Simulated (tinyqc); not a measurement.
Band bending at a free surface with one surface level, surface photovoltage and Kelvin probe: one step of the calculation.

n-type bulk, xi = Ec - EF = Vt ln(Nc/Nd), p0 = ni^2/Nd, ni = sqrt(Nc Nv) exp(-Eg/(2 Vt)), Eg in volts. b is the upward band bending, u = b/Vt. Space charge per area, in units of q: Qc = sign(b) sqrt((2 eps0 eps_r Vt/q) [(Nd + dn)(exp(-u) - 1) + Nd u + (p0 + dn)(exp(u) - 1)]), with dn the excess density under light (flat quasi-Fermi levels; 0 in the dark). The level holds -Ns f, f = 1/(1 + exp((xi + b - Es)/Vt)). Neutrality: Qc + Qf + (charge of the states) = 0.

Task. Surface photovoltage. Under chopped light the surface charge keeps its dark value, so b falls to bL with Qc(bL, dn) = Qc(b, 0); the photovoltage is b - bL. Qc rises with b, so bL follows by bisection.

Values chosen for this exercise; band and dielectric values close to those of silicon: temperature T = 300 K; band gap Eg = 1.13 eV; relative permittivity eps_r = 11.7; conduction-band density of states at T Nc = 2.82e19 cm^-3; valence-band density of states at T Nv = 2.64e19 cm^-3; donor density Nd = 2.8e15 cm^-3; excess carrier density under light dn = 5.6e12 cm^-3.

Constants: q = 1.602176634e-19 C, kB = 1.380649e-23 J/K, Vt = kB T/q, eps0 = 8.8541878128e-14 F/cm where lengths are in cm. Results are converted to the units shown.

converged b = 0.43834607 V

Give: bL; photovoltage; share of b removed; excess holes at the surface, dn exp(bL/Vt).

Result.

bL = 0.2163 V
photovoltage = 222.1 mV
share of b removed = 50.66 %
excess holes at the surface, dn exp(bL/Vt) = 2.406e16 cm^-3

Program tinyqc, `OMP_NUM_THREADS=1 python tinyqc.py 2430134 2430135 out.jsonl`; Intel Xeon 2.30GHz, shared host, one thread, about 0.02 s.
